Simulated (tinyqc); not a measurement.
# Nudged elastic band on a two-dimensional model surface, step by step

A worked calculation. Computed by tinyqc, a small Python program that keeps every step. Command: `OMP_NUM_THREADS=1 python tinyqc.py 3023296 3023297 out.jsonl neb walk`. One thread of a shared host (Intel(R) Xeon(R) Processor @ 2.30GHz), about 0.08 s of CPU time with the checks. Intermediate numbers are printed to about 5 digits and carried at full precision; extremes and crossings named in words are read from the listed rows.

V(x, y) = -A (cos kx + cos ky) - B cos kx cos ky + (C sin ky + S sin kx)(1 - cos kx), k = 2 pi/a; the atom hops from the minimum at (0, 0) to that at (a, 0).

Inputs (values chosen for the exercise, for a model surface): amplitude A = 0.19 eV; amplitude B = 0.039 eV; skew C = 0.045 eV; asymmetry S = -0.028 eV; period a = 2.9 angstrom; movable images n = 5; spring constant k_s = 0.34 eV/angstrom^2; step factor eta = 1.8 angstrom^2/eV; iteration cap = 100.

Surface: adatom on a square lattice. Climbing image: off.

## Stationary points

Newton steps x(new) = x - H^-1 grad V (moves limited to 0.3 angstrom) from (0, 0), (a, 0) and (a/2, 0) give the two minima and the saddle.

positions (angstrom), rows start, end, saddle, columns x, y:
$$\begin{pmatrix}
0.0000 & 0.0000 \\
2.9000 & 0.0000 \\
1.5693 & -0.2430
\end{pmatrix}$$

energies (eV): start -0.41900, end -0.41900, saddle 0.02162

barrier from the start = 0.44062 eV

## Straight-line start

Images are spaced evenly on the line between the minima.

images at the start (angstrom), rows image 1, image 2, image 3, image 4, image 5, columns x, y:
$$\begin{pmatrix}
0.4833 & 0.0000 \\
0.9667 & 0.0000 \\
1.4500 & 0.0000 \\
1.9333 & 0.0000 \\
2.4167 & 0.0000
\end{pmatrix}$$

energies above the start (eV): [0.10238, 0.30713, 0.45800, 0.37987, 0.12662]

The highest image lies +0.0174 eV from the true barrier.

## Iteration 1

Tangent at image i: towards the higher neighbour if the energies rise or fall through i; at a maximum or minimum, tau = t+ dmax + t- dmin if V(i+1) > V(i-1), else t+ dmin + t- dmax, with t+ = R(i+1) - R(i), t- = R(i) - R(i-1) and dmax, dmin the larger and smaller of |V(i+1) - V(i)| and |V(i-1) - V(i)|; then normalise. Force F = -grad V + (grad V.tau) tau + k_s (|t+| - |t-|) tau. Update R(new) = R + eta F; the end points stay fixed.

unit tangents, rows image 1, image 2, image 3, image 4, image 5, columns x, y:
$$\begin{pmatrix}
1 & 0 \\
1 & 0 \\
1 & 0 \\
1 & 0 \\
1 & 0
\end{pmatrix}$$

forces (eV/angstrom), rows image 1, image 2, image 3, image 4, image 5, columns x, y:
$$\begin{pmatrix}
0.00000 & -0.04875 \\
0.00000 & -0.14625 \\
0.00000 & -0.19500 \\
0.00000 & -0.14625 \\
0.00000 & -0.04875
\end{pmatrix}$$

images after iteration 1 (angstrom), rows image 1, image 2, image 3, image 4, image 5, columns x, y:
$$\begin{pmatrix}
0.4833 & -0.0877 \\
0.9667 & -0.2632 \\
1.4500 & -0.3510 \\
1.9333 & -0.2632 \\
2.4167 & -0.0877
\end{pmatrix}$$

## Iteration 2

The formulas are those given above.

unit tangents, rows image 1, image 2, image 3, image 4, image 5, columns x, y:
$$\begin{pmatrix}
0.93996 & -0.34129 \\
0.98392 & -0.17863 \\
0.99797 & 0.06366 \\
0.98392 & 0.17863 \\
0.93996 & 0.34129
\end{pmatrix}$$

forces (eV/angstrom), rows image 1, image 2, image 3, image 4, image 5, columns x, y:
$$\begin{pmatrix}
-0.02147 & -0.08202 \\
-0.00615 & 0.00984 \\
-0.00584 & 0.09159 \\
0.00615 & 0.00984 \\
0.03560 & -0.12094
\end{pmatrix}$$

images after iteration 2 (angstrom), rows image 1, image 2, image 3, image 4, image 5, columns x, y:
$$\begin{pmatrix}
0.4447 & -0.2354 \\
0.9556 & -0.2455 \\
1.4395 & -0.1861 \\
1.9444 & -0.2455 \\
2.4808 & -0.3054
\end{pmatrix}$$

## All iterations

Start on the straight line; stop when the largest force is below 1e-4 or above 1e6 eV/angstrom.

Course of the band:
```
iteration  highest image (eV)  largest force (eV/angstrom)
1                     0.45800                      0.19500
2                     0.43756                      0.12607
3                     0.43346                      0.29621
4                     0.43363                      0.42088
5                     0.43294                      0.45634
6                     0.43748                      0.63044
7                     0.43910                      0.56390
8                     0.43952                      0.38730
9                     0.42953                      0.43424
...                       ...                          ...
92                    0.43988                      0.04065
93                    0.44008                      0.03916
94                    0.43916                      0.03610
95                    0.43989                      0.02870
96                    0.43906                      0.02503
97                    0.43951                      0.02109
98                    0.43901                      0.01984
99                    0.43926                      0.01814
100                   0.43889                      0.01757
```

Band at the end:
```
image  x (angstrom)  y (angstrom)   E (eV)
0            0.0000        0.0000  0.00000
1            1.5122       -3.1463  0.43889
2            2.8970        0.0661  0.00235
3            0.5836        2.6441  0.15497
4           -2.8959        2.8404  0.00192
5           -0.5789        0.2538  0.22205
6            2.9000        0.0000  0.00000
```

energy of the highest image = 0.43889 eV

iterations = 100

largest force at the end = 0.017570 eV/angstrom

Tail of the force series: the residual falls unevenly, on average by a factor of about 0.92 a step

Not converged within 100 iterations: the residual falls unevenly, on average by a factor of about 0.92 a step.

Reruns converge with step factor eta = 0.3, iteration cap = 600; or with iteration cap = 600. Reruns still fail with step factor eta = 45.0, iteration cap = 600.
